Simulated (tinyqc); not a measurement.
Electromigration in a confined line: Blech product, Korhonen stress evolution and Black's law: one step, computed by the program tinyqc.

The electron wind pushes atoms from the cathode (x = 0) to the anode (x = L); blocking ends build a back stress (tension positive). The input rho is taken not to change with temperature. d sigma/dt = d/dx [kappa (d sigma/dx + G)], with zero flux at both ends and sigma = sigma_0 at t = 0.

Task: Series terms at the cathode. sigma(x, t) = sigma_0 + G L [1/2 - x/L - 4 sum_(m odd) cos(m pi x/L) exp(-m^2 pi^2 s)/(m pi)^2], s = t/tau, summed to m = 399. The terms at x = 0 are 4 exp(-m^2 pi^2 s)/(m pi)^2; tau = L^2/kappa.

Inputs (values chosen for the exercise, close to those used for cobalt lines):
```
quantity,value,unit
critical stress sigma_c,400,MPa
initial stress sigma_0,110,MPa
line length L,22,um
test temperature T,230,C
"time as a fraction of L^2/kappa, s",0.22,-
```

Start: thermal stress.

stress gradient G = 59.23723 MPa/um

tau = 43892.58 h

Give: terms for m = 1, 3, 5, 7; cathode stress at time s; time t.

Result:

terms for m = 1, 3, 5, 7: [0.046214, 1.4676e-10, 4.3161e-26, 5.1415e-49]

cathode stress at time s = 701.38 MPa

time t = 9656.4 h

Caution: the stress exceeds sigma_c: a void would already have formed and relaxed it, so the value is formal.
